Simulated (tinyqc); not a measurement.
# One-dimensional ballistic tunnel FET, two-band WKB: effect of the band gap with the mass tied to it

A p-type source for x < 0 with its Fermi level at 0 and its valence edge at ds; in the channel the bands fall as D exp(-x/lam) towards their flat values, with the conduction edge at Ec = ds - dP and D = dP + Eg. The gate moves dP one to one. The drain Fermi level lies at -Vd and the drain side reflects nothing. For w = E - Ec between 0 and dP an electron crosses the gap. Two-band dispersion with equal masses m: inside the gap kappa = sqrt(m u (1 - u/Eg)/C), u the distance from a band edge, C = hbar^2/(2 m0).

The mass follows the gap, m = 0.049 Eg/0.655 eV. S(w) = 2 lam int_0^Eg kappa(u) du/(w + Eg - u) = 2 pi lam sqrt(m/(C Eg)) [w + Eg/2 - sqrt(w (w + Eg))], T(w) = exp(-S). I = g (2 q^2/h) int_0^dP T(w) [f(E) - f(E + Vd)] dw, E = ds - dP + w, f(x) = 1/(1 + exp(x/Vt)). Swing = d(dP)/d(log10 I).

Inputs (values chosen for the exercise); band and dielectric values close to those of germanium: temperature T = 300 K; screening length of the source junction lam = 3.9 nm; source valence edge above the source Fermi level ds = 0.14 eV; drain bias Vd = 0.5 V; number of degenerate subbands (spin apart) g = 2; tunnelling window Ev(source) - Ec(channel) dP = 0.18 eV.

Constants: q = 1.602176634e-19 C, kB = 1.380649e-23 J/K, hbar = 1.054571817e-34 J s, h = 6.62607015e-34 J s, m0 = 9.1093837015e-31 kg, Vt = kB T/q, hbar^2/(2 m0) = 0.0380998212 eV nm^2. Results are converted to the units shown.

Effect of the band gap with the mass tied to it:
```
Eg (eV)  T(w = dP)    I (uA)  swing (mV/decade)
0.2         0.5304     1.494              101.2
0.37        0.1774    0.2528              89.10
0.54       0.04549   0.03756              80.98
0.71      0.009785  0.005174              75.01
0.89      0.001676  5.989e-4              70.09
1.06      2.867e-4  7.495e-5              66.30
1.23      4.543e-5  9.077e-6              63.09
1.4       6.757e-6  1.069e-6              60.29
```

T(w = dP) falls from 0.530 to 6.76e-6 and I falls from 1.49 to 1.07e-6 uA; the swing falls from 101 to 60.3 mV/decade. With m/Eg fixed, S depends on the gap only through w + Eg/2 - sqrt(w (w + Eg)). For Eg = 0.2, 0.37 S at w = dP is below 2, where a WKB prefactor of 1 is a rough guess.

Range of the model: The two-band model describes a direct gap; phonon-assisted tunnelling across an indirect gap is left out.

Program tinyqc, `OMP_NUM_THREADS=1 python tinyqc.py 2620024 2620025 out.jsonl`; Intel Xeon 2.30GHz, shared host, one thread, about 0.01 s.
